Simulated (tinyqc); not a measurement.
# Poole-Frenkel parameters from three currents

Inverse problem. Poole-Frenkel conduction in an insulator follows J = s0 F exp[-(pt - sqrt(q F/(pi eps0 ei)))/Vt], Vt = kB T/q, F in V/cm. Find ei, pt and s0.

Constants: q = 1.602176634e-19 C, kB = 1.380649e-23 J/K, eps0 = 8.8541878128e-14 F/cm where lengths are in cm. Results are converted to the units shown.

J at (1.12 MV/cm, 325 K), (4.5 MV/cm, 325 K) and (4.5 MV/cm, 375 K) (A/cm^2): [1.1060819e-5, 67.032684, 260.22679]

Solution. The two fields give the lowering coefficient and so ei; the two temperatures give the lowered barrier, to which the lowering is added back.

ei = 4.100
pt = 1.080 eV
s0 = 0.3900 S/cm

tinyqc, about 0.01 s, one thread, Intel Xeon 2.30GHz (shared host): `OMP_NUM_THREADS=1 python tinyqc.py 2370120 2370121 out.jsonl`
